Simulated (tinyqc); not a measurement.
Single-oscillator infrared dielectric function of a polar cubic crystal: one step, computed by the program tinyqc.

One ion pair, charges +Z* and -Z*, in a cell of volume Omega = a^3/4. Frequencies omega are given as wavenumbers (1/cm); eps_s is the static dielectric constant.

Task: Optical constants at the probe frequency. eps(omega) = eps_inf + W^2/(omega_TO^2 - omega^2 - i gamma omega) - eps_inf omega_p^2/(omega^2 + i gamma_p omega); n + i k = sqrt(eps) with k >= 0; R = |(n + i k - 1)/(n + i k + 1)|^2 at normal incidence from vacuum. omega is the probe ratio times omega_TO. Intensity decays over 1/(4 pi omega k); the loss function is Im(-1/eps).

Inputs (values chosen for the exercise, for a model crystal):

| quantity | value | unit |
|---|---|---|
| omega_TO | 229 | 1/cm |
| eps_inf | 8.58 | - |
| phonon damping gamma | 1.4 | 1/cm |
| probe frequency / omega_TO | 0.863 | - |

Structure: rock salt. Free carriers: present.

W = 172.6534 1/cm

omega_p = 120.4983 1/cm

gamma_p = 219.8044 1/cm

Give: omega; Re eps; Im eps; n; k; reflectivity R; penetration depth of the intensity; loss function.

Result:

omega = 197.627 1/cm

Re eps = 9.3803

Im eps = 1.6319

n = 3.0742

k = 0.26542

reflectivity R = 0.26232

penetration depth of the intensity = 15.171 micrometre

loss function = 0.018002

Re eps is positive and k is small against n: the wave propagates. Caution: gamma_p is not small against omega_p, so the plasmon is strongly damped and a plasmon-like coupled mode marks no sharp feature.
